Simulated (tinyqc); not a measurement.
Undoped symmetric double-gate MOSFET, analytic potential model: two steps of the calculation.

An undoped body of thickness ts between two equal insulators and tied gates; long channel, electrons only, n = ni exp((psi - V)/Vt) with V the quasi-Fermi potential (0 at the source, Vd at the drain), constant mobility, no quantisation. Across the body psi(x) = V - 2 Vt ln[(ts/(2 beta)) sqrt(q ni/(2 eps0 eps_r Vt)) cos(2 beta x/ts)], x from the centre. Q is the electron charge per area of the whole body.

Values chosen for this exercise; material values close to those of silicon:
- T = 300 K (temperature)
- Eg = 1.11 eV (band gap)
- eps_r = 11.5 (relative permittivity of the semiconductor)
- Nc = 2.81e19 cm^-3 (conduction-band density of states at T)
- Nv = 2.62e19 cm^-3 (valence-band density of states at T)
- eox = 21.8 (relative permittivity of the gate insulator)
- tox = 12 nm (insulator thickness)
- ts = 5 nm (body thickness)
- dphi = 0.06 V (gate work function less that of the intrinsic body)
- Vg = 0.53 V (gate voltage)

Constants: q = 1.602176634e-19 C, kB = 1.380649e-23 J/K, Vt = kB T/q, eps0 = 8.8541878128e-14 F/cm where lengths are in cm. Results are converted to the units shown.

Question 1. Constants of the body. ni = sqrt(Nc Nv) exp(-Eg/(2 Vt)), Eg in volts; r = eps_r tox/(eox ts); V0 = dphi + 2 Vt ln[(2/ts) sqrt(2 eps0 eps_r Vt/(q ni))].

Give: ni; r; V0.

Answer 1.

ni = 1.288e10 cm^-3
r = 1.266
V0 = 0.5726 V

Question 2. beta at the source by Newton steps. With V = 0: f = ln(beta) - ln(cos beta) + 2 r beta tan(beta) - (Vg - V0)/(2 Vt); f' = 1/beta + tan(beta) + 2 r [tan(beta) + beta/cos^2(beta)]; beta(new) = beta - f/f'.

beta at the start = 0.5
r = 1.2660550
V0 = 0.57257411 V

Give: f; f'; beta after iteration 1.

Answer 2.

f = 0.95251
f' = 5.5735
beta after iteration 1 = 0.32910

Computed by the program tinyqc: `OMP_NUM_THREADS=1 python tinyqc.py 2440131 2440132 out.jsonl`, one thread of a shared Intel Xeon 2.30GHz, about 0.02 s for the whole run.
